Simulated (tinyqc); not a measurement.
Donor or exciton in a quantum well (variational effective-mass method). The trial binding against the radius. Computed by tinyqc, a small Python program. Command: `OMP_NUM_THREADS=1 python tinyqc.py 3021347 3021348 out.jsonl welldonor sweep`. One thread of a shared host (Intel(R) Xeon(R) Processor @ 2.30GHz), about 0.07 s of CPU time with the checks.

H = -nabla^2 - 2/|r - r_i| + V(z) in effective units; trial function psi = f(z) exp(-|r - r_i|/lambda), f the ground state of the well. Mass and screening are the same in well and barrier; l = L/a* is the width in effective units. Bands are flat: no polarisation or applied field.

Inputs (values chosen for the exercise, modelled on GaAs):
```
quantity                               value  unit
electron mass m                       0.0647   m_0
dielectric constant eps                 12.9     -
well width L                             8.2    nm
donor position z_i/L from the centre     0.4     -
```

Centre: donor. Barriers: infinite.

Constants: Ry = 13.605693123 eV; a_0 = 0.529177210903 angstrom.

Method:
- Ry* = Ry m/eps^2, a* = a_0 eps/m; l = L/a*.
- k = pi/l; f = cos(k z) inside and zero outside; subband energy k^2 Ry*.
- Binding E_b(lambda) = -1/lambda^2 + 4 A/(lambda B), with A = int f^2 exp(-2 s/lambda) dz, B = int f^2 exp(-2 s/lambda)(1 + 2 s/lambda) dz and s = |z - z_i|; 40 Gauss-Legendre points on each piece between the walls at z = -l/2 and l/2 and z_i.

One run for each value:
```
trial radius lambda (a*)  E_b(lambda) (Ry*)  B (a*)
0.4                                  -1.473  0.2177
0.6                                   0.874  0.2799
0.8                                   1.454  0.3144
1.0                                   1.589  0.3350
1.2                                   1.581  0.3482
1.4                                   1.524  0.3570
1.6                                   1.450  0.3633
1.8                                   1.373  0.3679
2.0                                   1.298  0.3713
```

Describe and explain the trends.

Over the rows, E_b(lambda) (Ry*) goes from -1.47 through a maximum among these rows, 1.59 at 1.00, to 1.30; B (a*) rises from 0.218 to 0.371 (exponent d ln y / d ln x 0.62 between the first rows and 0.088 between the last). A small radius costs kinetic energy as 1/lambda^2 and a large one loses attraction.

Extremes, crossings and ranges named in words are read from the listed rows.
